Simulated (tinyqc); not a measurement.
Inside a calculation. Model: Schottky barrier with interface states (Cowley-Sze model), image lowering and contact resistance. Computed by tinyqc, a small Python program that keeps every step. Command: `OMP_NUM_THREADS=1 python tinyqc.py 3012671 3012672 out.jsonl pinning walk`. One thread of a shared host (Intel(R) Xeon(R) Processor @ 2.30GHz), about 0.01 s of CPU time with the checks. Intermediate numbers are printed to about 6 digits and carried at full precision; extremes and crossings named in words are read from the listed rows.

An n-type semiconductor under a metal. The barrier lies between the Schottky-Mott limit phi_M - chi and the Bardeen limit E_g - E_n, E_n being the neutrality level of the interface states; the space-charge term of the full Cowley-Sze expression is left out.

Inputs (values chosen for the exercise, with gap, mass and screening modelled on silicon):
```
quantity,value,unit
gap E_g,1.14,eV
electron affinity chi,4.02,eV
metal work function phi_M,4.33,eV
neutrality level E_n above the valence band,0.513,eV
interface-state density D,9.9e+13,cm^-2 eV^-1
dipole layer thickness delta,0.4,nm
dipole layer constant eps_i,1,-
dielectric constant eps_s,11.9,-
electron mass m_e,0.315,m_0
valleys M_c,6,-
donor density N,5.7e+16,cm^-3
temperature T,300,K
reverse bias V_r,0.26,V
```

Pinning factor from: interface states.

Constants: e = 1.602176634e-19 C; eps_0 = 8.8541878128e-12 F/m; k_B = 8.617333262e-05 eV/K; m_0 = 9.1093837015e-31 kg; k_B = 1.380649e-23 J/K; h = 6.62607015e-34 J s; hbar = 1.054571817e-34 J s.

## Pinning factor and barrier

S = 1/(1 + e^2 D delta/(eps_i eps_0)); for D per eV, e^2 D is the number e x D in SI units, with 1 cm^-2 = 1e4 m^-2. phi_B = S (phi_M - chi) + (1 - S)(E_g - E_n); the hole barrier is E_g - phi_B.

pinning factor S = 0.122464

Schottky-Mott barrier = 0.31 eV

Bardeen barrier = 0.627 eV

barrier phi_B = 0.588179 eV

hole barrier = 0.551821 eV

The contact is strongly pinned: the metal hardly matters.

## Depletion layer and image lowering under reverse bias

N_c = 2 M_c (2 pi m_e k_B T/h^2)^(3/2); xi = E_c - E_F solves N = N_c F_1/2(-xi/k_B T) (bisection; full ionisation). F_1/2(eta) = (2/sqrt(pi)) int_0^infinity sqrt(x)/(1 + exp(x - eta)) dx, by the trapezoid rule in t = sqrt(x) with step 0.02 up to t = 12 (for eta < -12 by exp(eta) - exp(2 eta)/2^(3/2)). V_bi = phi_B - xi; W = sqrt(2 eps_s eps_0 (V_bi + V_r - k_B T/e)/(e N)); field at the metal E_m = e N W/(eps_s eps_0); image lowering sqrt(e E_m/(4 pi eps_s eps_0)).

N_c = 2.66188e+19 cm^-3

xi = 0.158875 eV

built-in voltage V_bi = 0.429304 V

depletion width W = 123.730 nm

field E_m = 107242 V/cm

image lowering = 0.0360234 eV

## Thermionic current

A* = 4 pi e m_e M_c k_B^2/h^3 (a simple valley count); J_s = A* T^2 exp(-phi/k_B T). J_0 uses phi_B; the reverse current uses phi_B less the image lowering, times 1 - exp(-V_r/k_B T).

Richardson constant A* = 227.127 A cm^-2 K^-2

J_0 = 0.00268869 A/cm^2

thermionic reverse current = 0.0108315 A/cm^2

Image lowering raises the reverse current by a factor 4.03.

## Tunnelling scale and contact resistivity

E_00 = (e hbar/2) sqrt(N/(m_e eps_s eps_0)), E_0 = E_00 coth(E_00/k_B T); scaling form of the contact resistivity rho_c = (k_B/(e A* T)) exp(phi_B/E_0), which is the thermionic result when E_00 << k_B T and keeps only the leading exponential of tunnelling when E_00 >> k_B T; image lowering is left out of it.

E_00 = 0.00228948 eV

E_00/k_B T = 0.0885609

E_0 = 0.0259196 eV

contact resistivity rho_c = 9.06154 ohm cm^2

With the usual bounds 0.5 and 5 on E_00/k_B T the regime is thermionic emission.

## Choosing the metal

The formulas are those given above.

Against work function:
```
phi_M (eV),Schottky-Mott (eV),phi_B (eV),J_0 (A/cm^2),rho_c (ohm cm^2)
4.02,0.00,0.550215,0.0116763,2.095
4.18,0.16,0.569809,0.0054719,4.461
4.35,0.33,0.590628,0.0024457,9.960
4.51,0.49,0.610222,0.0011461,21.211
4.67,0.65,0.629817,0.0005371,45.171
4.83,0.81,0.649411,0.0002517,96.199
5.00,0.98,0.670230,0.0001125,214.784
5.16,1.14,0.689824,0.0000527,457.418
```

A span of 1.14 eV in work function moves the barrier by 0.140 eV (slope S = 0.122) and rho_c by 2.3 decades. The barrier equals its Schottky-Mott value only at phi_M = chi + E_g - E_n = 4.65 eV, where the interface states are neutral.

## Doping the contact

Regimes: thermionic below E_00/k_B T = 0.5, field emission above 5.

Against doping:
```
N (cm^-3),1e10/sqrt(N),E_00/k_B T,rho_c (ohm cm^2),regime
1.00e+16,1.00000e+02,3.70941e-02,9.51533e+00,thermionic emission
1.00e+17,3.16228e+01,1.17302e-01,8.66726e+00,thermionic emission
1.00e+18,1.00000e+01,3.70941e-01,3.57589e+00,thermionic emission
3.00e+18,5.77350e+00,6.42488e-01,6.54213e-01,thermionic-field emission
1.00e+19,3.16228e+00,1.17302e+00,1.13086e-02,thermionic-field emission
3.00e+19,1.82574e+00,2.03173e+00,6.32339e-05,thermionic-field emission
1.00e+20,1.00000e+00,3.70941e+00,5.78827e-07,thermionic-field emission
3.00e+20,5.77350e-01,6.42488e+00,4.36412e-08,field emission
1.00e+21,3.16228e-01,1.17302e+01,8.79705e-09,field emission
```

Even over the thermionic rows rho_c falls by a factor 2.7, since the barrier is many E_0 high, and then it falls faster, by 9.0 decades in all; in field emission ln rho_c is linear in 1/sqrt(N). It passes below 1e-7 ohm cm^2 at N = 3e20 cm^-3 of those listed.

Checks made by the program: charge in the layer against the field (relative difference below 1e-10).
